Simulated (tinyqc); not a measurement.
Worked calculation: tight binding, honeycomb lattice. Computed by tinyqc, a small Python program that keeps every step. Settings: t1 = 0.82, t2 = 0.13, phi = 0, delta = 0, points = 7. Command: `OMP_NUM_THREADS=1 python tinyqc.py 24808 24809 out.jsonl` (the two numbers bound the seeds that draw the settings). One thread of a shared host (Intel(R) Xeon(R) Processor @ 2.60GHz), about 0.01 s of CPU time with the checks.

## Bloch Hamiltonian at k

Parameters chosen for this model:
```
parameter     value                        unit
t1         0.820000                 eV, nearest
t2         0.130000       eV, second neighbours
phi               0  rad, phase of t2 (Haldane)
delta             0          eV, +/- on A and B
```

k point k (fractions of the reciprocal vectors): 0.45000  -0.41000

H_AB = -t1 (1 + exp(-i k.a1) + exp(-i k.a2)); H_AA = delta - 2 t2 sum cos(k.b + phi), H_BB = -delta - 2 t2 sum cos(k.b - phi), b = a1, a2 - a1, -a2.

H(k) at k (eV):
```
                  A                 B
A           0.30107  0.65222-0.18598i
B  0.65222+0.18598i           0.30107
```

## Levels at k

Diagonalise the Hermitian matrix.

eigenvalues (eV): -0.37714  0.97928

weights |c|^2 of the basis functions:
```
    band 1   band 2
A  0.50000  0.50000
B  0.50000  0.50000
```

## Bloch Hamiltonian at K

k point K (fractions of the reciprocal vectors): 0.33333  0.66667

As before.

H(k) at K (eV):
```
         A        B
A  0.39000  0.00000
B  0.00000  0.39000
```

## Levels at K

As before.

eigenvalues (eV): 0.39000  0.39000

## Bands along a path

The same steps at evenly spaced points between the labelled ones.

Bands along the path (eV):
```
k            band 1   band 2
G          -3.24000  1.68000
G-K 0.25   -2.82061  1.65995
G-K 0.50   -1.77000  1.51000
G-K 0.75   -0.56000  1.08000
K           0.39000  0.39000
K-M 0.25    0.02804  0.70735
K-M 0.50   -0.27995  0.92061
K-M 0.75   -0.48700  1.04123
M          -0.56000  1.08000
M-K' 0.25  -0.48700  1.04123
M-K' 0.50  -0.27995  0.92061
M-K' 0.75   0.02804  0.70735
K'          0.39000  0.39000
```

With 1 band(s) filled, the highest filled level on these points lies at K and the lowest empty one at K: the bands touch or overlap, so there is no gap.
